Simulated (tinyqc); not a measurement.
Tunnelling through a gate dielectric with the two-band (Franz) dispersion, WKB transmission and Tsu-Esaki current: two steps of the calculation.

Electrons leave the emitter at x = 0. Energies E (motion across the layers) are in eV from the emitter Fermi level; the collector Fermi level lies at -V and offers states at every E. No charge in the dielectric and no image force: F1 = V/t1, U = phi1 - F1 x. With C = hbar^2/(2 m0), kappa = sqrt(m u (1 - u/Egx)/C), u = U - E where U > E and 0 elsewhere; T(E) = exp(-S), S = 2 times the integral of kappa over x.

Parameters, values chosen for the exercise; dielectric values close to those of silicon dioxide:
```
symbol,value,unit,meaning
T,200,K,temperature
Ef,0.44,eV,Fermi energy of the emitter above its band bottom
me,0.81,m0,emitter mass in the supply function
phi1,3.18,eV,barrier of layer 1 above the emitter Fermi level at zero bias
m1,0.51,m0,tunnelling mass of layer 1
t1,1.1,nm,thickness of layer 1
Egx,7.7,eV,"gap parameter of the two-band dispersion, set freely"
V,0.5,V,voltage across the dielectric
E,0,eV,energy of the electron followed
Ea,-0.44,eV,lower end of the energy grid
Eb,0.16,eV,upper end of the energy grid
nE,9,,points of the energy grid
```

Constants: q = 1.602176634e-19 C, kB = 1.380649e-23 J/K, hbar = 1.054571817e-34 J s, m0 = 9.1093837015e-31 kg, Vt = kB T/q, hbar^2/(2 m0) = 0.0380998212 eV nm^2. Results are converted to the units shown.

Question 1. WKB exponent in closed form. Each layer adds (2/F) sqrt(m/C) [G(u at its left edge) - G(u at its right edge)] to S, with u = U - E (0 where negative) and G(u) = Egx^1.5 (th - sin(4 th)/4)/4, th = arcsin sqrt(u/Egx). The slope follows from 1/d = -dS/dE.

Find: S; T(E); energy d over which T(E) grows by a factor e.

Answer 1.

S = 10.84
T(E) = 1.969e-5
energy d over which T(E) grows by a factor e = 1.398 eV

The midpoint rule gives S = 10.836, so its T(E) is 0.034 % below this value. The band edge stays above E through the whole stack: direct tunnelling through a trapezoid.

Question 2. Current density on a coarse energy grid. J = J0 times the integral of T(E) N(E) dE, N = ln[(1 + exp(-E/Vt))/(1 + exp((-E - V)/Vt))], J0 = q^2 me m0 kB T/(2 pi^2 hbar^3) (times 1e-4 for A/cm^2 per eV), by Simpson's rule on nE equally spaced points from Ea to Eb.

Wanted: E; T(E); N; T(E) N; J0; J.

Answer 2.

```
point   E (eV)      T(E)         N    T(E) N
0      -0.4400  1.553e-5     25.50  3.961e-4
1      -0.3650  1.600e-5     21.18  3.389e-4
2      -0.2900  1.655e-5     16.83  2.785e-4
3      -0.2150  1.720e-5     12.47  2.146e-4
4      -0.1400  1.795e-5     8.123  1.458e-4
5      -0.0650  1.883e-5     3.794  7.143e-5
6       0.0100  1.983e-5    0.4445  8.815e-6
7       0.0850  2.098e-5  0.007187  1.508e-7
8       0.1600  2.231e-5  9.293e-5  2.074e-9
```

J0 = 2.259e8 A/(cm^2 eV)
J = 2.125e4 A/cm^2

The integrand peaks at E = -0.440 eV among these points.

Program tinyqc, `OMP_NUM_THREADS=1 python tinyqc.py 2540119 2540120 out.jsonl`; Intel Xeon 2.30GHz, shared host, one thread, about 0.03 s.
